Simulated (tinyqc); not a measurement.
p-n diode, drift-diffusion by the Gummel loop with Scharfetter-Gummel fluxes: one step of the calculation.

Abrupt junction at x = 0, p side from -Lp, n side to Ln, ohmic contacts. psi is counted from the intrinsic level; n = ni exp((psi - phin)/Vt), p = ni exp((phip - psi)/Vt). Contacts: p side psi = V - Vt ln(Na/ni), p = Na, n = ni^2/Na; n side psi = Vt ln(Nd/ni), n = Nd, p = ni^2/Nd. Constant mobilities, D = mu Vt, Boltzmann statistics, SRH recombination through a mid-gap level, U = (n p - ni^2)/(tp (n + ni) + tn (p + ni)). Current is positive from the p contact to the n contact.

Question. Electron continuity. With psi and p held, F_i = (mun Vt/h_i) [n_(i+1) B(d_i) - n_i B(-d_i)], d_i = (psi_(i+1) - psi_i)/Vt, B(d) = d/(exp(d) - 1); solve F_i - F_(i-1) = w_i [(n_i p_i - ni^2)/den_i - G] for the new n, with den = tp (n + ni) + tn (p + ni) taken at the old n and p, h_i = x_(i+1) - x_i, w_i = (h_(i-1) + h_i)/2; phin = psi - Vt ln(n/ni).

Inputs (values chosen for the exercise); band and dielectric values close to those of In0.53Ga0.47As: temperature T = 300 K; acceptor density of the p side Na = 7.7e15 cm^-3; donor density of the n side Nd = 5.9e15 cm^-3; electron mobility mun = 7600 cm^2/(V s); SRH lifetime of electrons tn = 6e-10 s; SRH lifetime of holes tp = 6e-7 s; uniform generation rate G = 0 cm^-3 s^-1.

Constants: q = 1.602176634e-19 C, kB = 1.380649e-23 J/K, Vt = kB T/q. Results are converted to the units shown.

```
node  x (nm)      psi (V)  n after Poisson (cm^-3)  p after Poisson (cm^-3)
0      -5600  -0.03385044              1.0701925e8                   7.7e15
1      -3390  -0.03385126             2.4507567e11             7.7002449e15
2      -2010  -0.03385126             2.4507567e11             7.7002450e15
3      -1140  -0.03385110             2.4507713e11             7.7001989e15
4       -608  -0.03382842             2.4529227e11             7.6934452e15
5       -274  -0.03252465             2.5798015e11             7.3150693e15
6        -65  -0.00304908             8.0677803e11             2.3391101e15
7         65   0.17020158             6.5650341e14             2.8745360e12
8        234   0.22161954             4.7975640e15             3.9335435e11
9        454   0.22667661             5.8341250e15             3.2346627e11
10       741   0.22695853             5.8980960e15             3.1995794e11
11      1110   0.22696806             5.9002697e15             3.1984007e11
12      1600   0.22696688                   5.9e15              1.3966918e8
```

ni = 9.0777100e11 cm^-3

Wanted: new n; phin after round 1.

Answer.

```
node  new n (cm^-3)  phin after round 1 (V)
0          1.0702e8                 0.20000
1         7.3388e10                 0.03117
2         1.3254e11                 0.01589
3         1.7940e11                 0.00807
4         2.1315e11                 0.00363
5         2.4813e11                 0.00101
6         8.0518e11                 0.00005
7         6.5648e14                 0.00000
8         4.7975e15                 0.00000
9         5.8340e15                 0.00000
10        5.8980e15                 0.00000
11        5.9002e15                 0.00000
12        5.9000e15                 0.00000
```

Numbers from tinyqc (`OMP_NUM_THREADS=1 python tinyqc.py 2240064 2240065 out.jsonl`; about 0.2 s on one thread of a shared Intel Xeon 2.30GHz).
